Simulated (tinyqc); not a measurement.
Inside a calculation. Method: empirical pseudopotential in a few plane waves. Computed by tinyqc, a small Python program that keeps every step. Settings: plane-wave index or count = 15. Command: `OMP_NUM_THREADS=1 python tinyqc.py 29040 29041 out.jsonl` (the two numbers bound the seeds that draw the settings). One thread of a shared host (Intel(R) Xeon(R) Processor @ 2.60GHz), about 0.2 s of CPU time with the checks.

## Bloch Hamiltonian at k

Parameters chosen for this model: fcc lattice, atoms at +/- a/8 (1,1,1); form factors in rydberg at |G|^2 in units of (2 pi/a)^2:
```
parameter,value,unit
a,5.390000,angstrom
VS(3),-0.256000,Ry
VS(8),0.054000,Ry
VS(11),0.049000,Ry
VA(3),0.076000,Ry
VA(4),0.052000,Ry
VA(11),0.011000,Ry
hbar^2/2m (2 pi/a)^2,5.177321,eV
```

k point k (2 pi / a): -0.230000  0.230000  0.510000

Basis: the 15 shortest G (labels in 2 pi/a), the same at every k. H(G,G') = c |k + G|^2 delta + VS(|G-G'|^2) cos((G-G').tau) + i VA sin((G-G').tau), tau = a/8 (1,1,1); 1 Ry = 13.605693 eV.

H(k) at k (eV), lower triangle (Hermitian):
```
,+0+0+0,-1-1-1,-1-1+1,-1+1-1,-1+1+1,+1-1-1,+1-1+1,+1+1-1,+1+1+1,-2+0+0,+0-2+0,+0+0-2,+0+0+2,+0+2+0,+2+0+0
+0+0+0,1.894382
-1-1-1,2.462894-0.731172i,12.145478
-1-1+1,-2.462894-0.731172i,0.000000+0.707496i,22.707214
-1+1-1,-2.462894-0.731172i,0.000000+0.707496i,0.734707,16.908614
-1+1+1,-2.462894+0.731172i,-0.734707,0.000000+0.707496i,0.000000+0.707496i,27.470350
+1-1-1,-2.462894-0.731172i,0.000000+0.707496i,0.734707,0.734707,0.000000,7.382343
+1-1+1,-2.462894+0.731172i,-0.734707,0.000000+0.707496i,0.000000,0.734707,0.000000+0.707496i,17.944078
+1+1-1,-2.462894+0.731172i,-0.734707,0.000000,0.000000+0.707496i,0.734707,0.000000+0.707496i,0.734707,12.145478
+1+1+1,2.462894+0.731172i,0.000000,-0.734707,-0.734707,0.000000+0.707496i,-0.734707,0.000000+0.707496i,0.000000+0.707496i,22.707214
-2+0+0,0.000000-0.707496i,-2.462894+0.731172i,-2.462894-0.731172i,-2.462894-0.731172i,2.462894-0.731172i,0.471413-0.105827i,-0.471413-0.105827i,-0.471413-0.105827i,-0.471413+0.105827i,27.366803
+0-2+0,0.000000-0.707496i,-2.462894+0.731172i,-2.462894-0.731172i,0.471413-0.105827i,-0.471413-0.105827i,-2.462894-0.731172i,2.462894-0.731172i,-0.471413-0.105827i,-0.471413+0.105827i,0.734707,17.840532
+0+0-2,0.000000-0.707496i,-2.462894+0.731172i,0.471413-0.105827i,-2.462894-0.731172i,-0.471413-0.105827i,-2.462894-0.731172i,-0.471413-0.105827i,2.462894-0.731172i,-0.471413+0.105827i,0.734707,0.734707,12.041932
+0+0+2,0.000000+0.707496i,-0.471413-0.105827i,2.462894+0.731172i,-0.471413+0.105827i,-2.462894+0.731172i,-0.471413+0.105827i,-2.462894+0.731172i,0.471413+0.105827i,-2.462894-0.731172i,-0.734707,-0.734707,0.000000,33.165403
+0+2+0,0.000000+0.707496i,-0.471413-0.105827i,-0.471413+0.105827i,2.462894+0.731172i,-2.462894+0.731172i,-0.471413+0.105827i,0.471413+0.105827i,-2.462894+0.731172i,-2.462894-0.731172i,-0.734707,0.000000,-0.734707,0.734707,27.366803
+2+0+0,0.000000+0.707496i,-0.471413-0.105827i,-0.471413+0.105827i,-0.471413+0.105827i,0.471413+0.105827i,2.462894+0.731172i,-2.462894+0.731172i,-2.462894+0.731172i,-2.462894-0.731172i,0.000000,-0.734707,-0.734707,0.734707,0.734707,17.840532
```

## Levels at k

Diagonalise the Hermitian matrix.

eigenvalues (eV): -1.902859  5.648661  9.092300  9.440715  14.191525  15.900954  17.025116  17.309950  21.653440  21.714136  22.975036  27.398361  29.001926  30.898896  36.579000

## Bands along a path

The same steps at evenly spaced points between the labelled ones.

Bands along the path (eV), lowest eight:
```
k,band 1,band 2,band 3,band 4,band 5,band 6,band 7,band 8
L,-1.127088,4.039689,9.907947,9.907947,13.194105,15.822787,15.822787,20.949546
L-G 0.33,-2.031155,5.515940,9.986939,9.986939,13.316841,15.876710,15.876710,20.295604
L-G 0.67,-2.914014,8.323745,10.443317,10.443317,13.858676,15.731002,15.731002,16.747730
G,-3.240812,10.784141,10.784141,10.784141,13.254684,15.144445,15.144445,15.144445
G-X 0.33,-2.803296,8.400785,9.827629,9.827629,14.182825,15.384068,16.893062,16.893062
G-X 0.67,-1.593932,5.565701,8.733101,8.733101,13.151302,13.993737,20.276310,20.276310
X,-0.308742,3.865983,8.481498,8.481498,12.818642,13.309558,24.270301,24.270301
```

With 4 band(s) filled, the highest filled level on these points lies at G and the lowest empty one at X: a gap of 2.0345 eV, indirect. This holds for the small fixed basis; with all plane waves up to |k + G|^2 = 21 (2 pi/a)^2 the gap along the path is 1.67 eV.

## Convergence with the number of plane waves

Levels at G counted from the fourth one.

Levels (eV):
```
plane waves,level 1,level 5,level 8
9,-16.842211,1.414992,3.346566
15,-14.024954,2.470542,4.360304
27,-13.243682,2.614808,4.389278
51,-13.196763,2.627499,4.436755
59,-13.198833,2.657554,4.254413
65,-13.201989,2.657860,4.229051
89,-13.182500,2.649601,4.244161
```
